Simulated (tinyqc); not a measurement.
Optical transitions of a finite quantum well: one step. Confinement energies. Two cases, with inputs chosen for the exercise.

Problem. Up to three levels for each carrier.

Each carrier sees a square well of width L with its own depth V and masses m (inside), mb (outside); c = hbar^2/2m0, k = sqrt(m E/c), kappa = sqrt(mb (V - E)/c), and level n solves k L + 2 atan[(k/m)/(kappa/mb)] = n pi. The envelope is cos(kz) for odd n and sin(kz) for even n inside, joins exp(-kappa (|z| - L/2)) outside, and is normalised to 1. Excitons and band mixing are left out.

Constants: hbar^2/2m0 = 3.80998211 eV angstrom^2.

Case 1.

Values chosen (near those of a GaAs well in AlGaAs; not measured data):
- L = 91 angstrom (well width)
- Eg = 1.52 eV (gap of the well)
- Vc = 0.194 eV (conduction offset)
- Vv = 0.101 eV (valence offset)
- me = 0.0655 m0 (electron, well)
- meb = 0.0869 m0 (electron, barrier)
- mh = 0.365 m0 (heavy hole along z, well)
- mhb = 0.383 m0 (heavy hole, barrier)
- ml = 0.0935 m0 (light hole along z, well)
- mlb = 0.1069 m0 (light hole, barrier)

Case 2.

Values chosen (near those of an InGaAs well in InAlAs; not measured data):
- L = 110 angstrom (well width)
- Eg = 0.813 eV (gap of the well)
- Vc = 0.513 eV (conduction offset)
- Vv = 0.209 eV (valence offset)
- me = 0.0418 m0 (electron, well)
- meb = 0.0758 m0 (electron, barrier)
- mh = 0.367 m0 (heavy hole along z, well)
- mhb = 0.424 m0 (heavy hole, barrier)
- ml = 0.0514 m0 (light hole along z, well)
- mlb = 0.0928 m0 (light hole, barrier)

Give: a table of level, E (eV), k (1/angstrom), kappa (1/angstrom).

Solution.

Case 1.

Levels:

| level | E (eV) | k (1/angstrom) | kappa (1/angstrom) |
|---|---|---|---|
| e1 | 0.0333 | 0.02391 | 0.06055 |
| e2 | 0.1275 | 0.04683 | 0.03893 |
| hh1 | 0.0082 | 0.02803 | 0.09659 |
| hh2 | 0.0323 | 0.05560 | 0.08312 |
| hh3 | 0.0698 | 0.08176 | 0.05602 |
| lh1 | 0.0220 | 0.02323 | 0.04708 |
| lh2 | 0.0801 | 0.04433 | 0.02424 |

Case 2.

Levels:

| level | E (eV) | k (1/angstrom) | kappa (1/angstrom) |
|---|---|---|---|
| e1 | 0.0424 | 0.02157 | 0.09676 |
| e2 | 0.1708 | 0.04329 | 0.08251 |
| e3 | 0.3807 | 0.06462 | 0.05131 |
| hh1 | 0.0065 | 0.02509 | 0.15011 |
| hh2 | 0.0261 | 0.05011 | 0.14268 |
| hh3 | 0.0583 | 0.07496 | 0.12949 |
| lh1 | 0.0286 | 0.01963 | 0.06629 |
| lh2 | 0.1148 | 0.03935 | 0.04791 |

Computed by tinyqc, one run a case: `OMP_NUM_THREADS=1 python tinyqc.py N N+1 out.jsonl` with N = 1280082, 1280127; one thread of a shared Intel(R) Xeon(R) Processor @ 2.30GHz, about 0.1 s a run at most.
